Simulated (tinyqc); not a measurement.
## Charge pumping in an n-channel transistor: scanning the upper gap with the fall time

The gate is pulsed from accumulation to inversion and back. Energies E are counted from the intrinsic level; Dit(E) = D0 [1 + b (2 E/Eg)^2]. During each edge the traps near the bands emit their carriers, and those between Eh and Ee recombine once a cycle.

ni = sqrt(Nc Nv) exp(-Eg/(2 Vt)), Eg in volts; emission times te = (dV/Va) tf and th = (dV/Va) tr; Ee = -Vt ln(vth sn ni te), Eh = +Vt ln(vth sp ni th). Nit = integral of Dit from Eh to Ee = D0 [Ee - Eh + 4 b (Ee^3 - Eh^3)/(3 Eg^2)], Qcp = q A Nit, Icp = f Qcp.

Parameters, values chosen for the exercise; band and dielectric values close to those of silicon:
- T = 200 K (temperature)
- Eg = 1.12 eV (band gap)
- Nc = 1.51e19 cm^-3 (conduction-band density of states at 200 K)
- Nv = 1.45e19 cm^-3 (valence-band density of states at 200 K)
- A = 5.4 um^2 (gate area)
- D0 = 2e11 cm^-2 eV^-1 (trap density at midgap)
- b = 7.5 (rise of the trap density towards the band edges)
- sn = 5.9e-16 cm^2 (cross-section for electrons)
- sp = 3.4e-15 cm^2 (cross-section for holes)
- vth = 1.5e7 cm/s (thermal velocity at 200 K, one nominal value for electrons and holes)
- dV = 0.56 V (Vth - Vfb)
- Va = 2.6 V (pulse height)
- f = 1.3e5 Hz (frequency)
- tr = 250 ns (rise time)

Constants: q = 1.602176634e-19 C, kB = 1.380649e-23 J/K, Vt = kB T/q. Results are converted to the units shown.

The same in every row: Eh (eV) = -0.3771.

Scanning the upper gap with the fall time:
```
tf (ns)  Ee (eV)  Nit (cm^-2)  Icp (pA)
0.83      0.5057     4.682e11     526.6
2.6       0.4860     4.411e11     496.1
8.2       0.4662     4.157e11     467.5
26        0.4463     3.919e11     440.8
81        0.4267     3.701e11     416.3
250       0.4073     3.501e11     393.8
790       0.3875     3.311e11     372.5
2500      0.3676     3.136e11     352.8
```

Ee falls from 0.506 to 0.368 eV, by Vt ln 10 a decade, and Icp falls from 527 to 353 pA. The slope -dNit/d(ln tf)/Vt gives Dit = 1.38e12 cm^-2 eV^-1 near E = 0.496 eV and 8.82e11 near 0.378 eV, against 1.38e12 and 8.82e11 from the profile.

Range of the model: The Fermi levels of inversion and accumulation are taken to lie beyond Ee and Eh, the flat tops to fill all traps, and no geometric current is added.

Computed by the program tinyqc: `OMP_NUM_THREADS=1 python tinyqc.py 2030122 2030123 out.jsonl`, one thread of a shared Intel Xeon 2.30GHz, about 0.01 s for the whole run.
